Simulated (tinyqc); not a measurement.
## Cell and bit-line capacitance from two signals

Question. In a DRAM a freshly written one gives the bit-line signal (Vd/2) Cs/(Cs + Cb). Find Cs and Cb.

Inputs (values chosen for the exercise):
- Vd = 1.3 V (array voltage)

signal of a fresh one without and with 10 fF added to the bit line (mV): 102.63158  90.697674

Answer. (Vd/2)/signal = 1 + Cb/Cs, and the added capacitance raises it by its ratio to Cs.

Cs = 12.00 fF
Cb = 64.00 fF

Program tinyqc, `OMP_NUM_THREADS=1 python tinyqc.py 2130013 2130014 out.jsonl`; Intel Xeon 2.30GHz, shared host, one thread, about 0.01 s.
